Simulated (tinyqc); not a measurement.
Self-heating of a transistor with one or more fingers, with temperature-dependent conductivity: one step, computed by the program tinyqc.

N long parallel fingers lie on the top face of a slab whose bottom is held at T_0; the top is otherwise insulated, and heat flows in two dimensions. P in W/mm is 1000 P in W/m.

Problem. Correction for the falling conductivity. Kirchhoff transformation for kappa = kappa_0 (T/T_0)^-m: T = T_0 [1 - (m - 1) theta/T_0]^(-1/(m - 1)), where theta is the linear rise. The bracket vanishes at the power P T_0/((m - 1) theta).

Inputs (values chosen for the exercise, modelled on silicon carbide): exponent m in kappa ~ T^-m = 1.55; base temperature T_0 = 298 K; power per gate width P = 6.5 W/mm.

Power: power rises with temperature.

largest theta = 80.67365 K

Give: peak temperature; true rise; true rise / linear rise; power at which the formula diverges.

Solution.

peak temperature = 399.5 K

true rise = 101.5 K

true rise / linear rise = 1.258

power at which the formula diverges = 43.66 W/mm

The falling conductivity adds 25.8 % to the rise.
